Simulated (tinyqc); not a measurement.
Barrier width: Kronig-Penney superlattice by transfer matrices.

Wells (width a, potential 0, mass mw) alternate with barriers (width b, height V0, mass mb); period d = a + b; c = hbar^2/2m0. The vector (psi, psi'/m) is continuous, and a layer of thickness t carries it by M = [[cos kt, (m/k) sin kt], [-(k/m) sin kt, cos kt]] with k = sqrt(m (E - V)/c); for E < V, k = i kappa gives [[cosh, (m/kappa) sinh], [(kappa/m) sinh, cosh]] of kappa t. A Bloch state obeys cos(q d) = tr(Mb Mw)/2.

Constants: hbar^2/2m0 = 3.80998211 eV angstrom^2.

Parameters, chosen for this exercise (near those of a GaAs superlattice with barriers of AlGaAs; shifted at random, so the results belong to these values and not to a real crystal): a = 107 angstrom (well width); V0 = 0.243 eV (barrier height); mw = 0.066 m0 (mass in the wells); mb = 0.0919 m0 (mass in the barriers); bs = (8, 12, 16, 20.8, 25.6, 32, 40) angstrom (barrier widths).

First miniband against b. m_z = -2 c f'/d^2 with f = tr M/2 at the bottom of the band. E1 is the level of the single well, kappa1 its decay constant in the barrier.

First miniband:
```
b (angstrom)  bottom (eV)  top (eV)  W (meV)   ln W  m_z (m0)
8.0                0.0130    0.0411    28.10  3.336    0.0733
12.0               0.0168    0.0379    21.11  3.050    0.0810
16.0               0.0196    0.0355    15.85  2.763    0.0917
20.8               0.0220    0.0332    11.23  2.419     0.109
25.6               0.0237    0.0316    7.951  2.073     0.134
32.0               0.0251    0.0302    5.015  1.612     0.180
40.0               0.0262    0.0291    2.818  1.036     0.272
```

E1 = 0.0276 eV
kappa1 = 0.0721 1/angstrom

W falls from 28.1 to 2.82 meV, and both edges close in on E1. The slope of ln W is -0.0715 per angstrom over the first two rows and -0.0720 over the last two, against -kappa1 = -0.0721: the width follows one power of the tunnelling amplitude once the wells couple weakly. m_z grows by a factor 3.7. Layers under about 10 angstrom are at the limit of envelope theory.

tinyqc: `OMP_NUM_THREADS=1 python tinyqc.py 1281547 1281548 out.jsonl`; about 0.1 s, one thread, shared Intel(R) Xeon(R) Processor @ 2.30GHz.
